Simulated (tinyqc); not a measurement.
Slater-Koster d bands of an fcc metal: one step. Second moment and the rectangular band. Two cases, with inputs chosen for the exercise.

Task: mu2 = z (dds^2 + 2 ddp^2 + 2 ddd^2)/5 per orbital, with z = 12. A rectangular band with the same mu2 has width W = sqrt(12 mu2), Fermi level W (Nd/10 - 1/2) and bond energy -W Nd (10 - Nd)/20 (Friedel).

Case 1.

Values chosen (of the size met in Ni; shifted at random, so the results belong to these values and not to a real crystal): dds = -0.472 eV (dd sigma); ddp = 0.227 eV (dd pi); ddd = -0.066 eV (dd delta); Nd = 9 (d electrons per atom).

Case 2.

Values chosen (of the size met in Ir; shifted at random, so the results belong to these values and not to a real crystal): dds = -1.031 eV (dd sigma); ddp = 0.68 eV (dd pi); ddd = -0.093 eV (dd delta); Nd = 7 (d electrons per atom).

Give: mu2; W; Fermi level; bond energy per atom.

Result:

Case 1.

mu2 = 0.8029 eV^2
W = 3.1041 eV
Fermi level = 1.2416 eV
bond energy per atom = -1.3968 eV

Case 2.

mu2 = 4.8121 eV^2
W = 7.5991 eV
Fermi level = 1.5198 eV
bond energy per atom = -7.9790 eV

The bond energy is the attractive part alone; the repulsion between atoms, left out, cancels a large share of it in the cohesive energy.

Computed by tinyqc, one run a case: `OMP_NUM_THREADS=1 python tinyqc.py N N+1 out.jsonl` with N = 1481417, 1481558; one thread of a shared Intel(R) Xeon(R) Processor @ 2.30GHz, about 0.06 s a run at most.
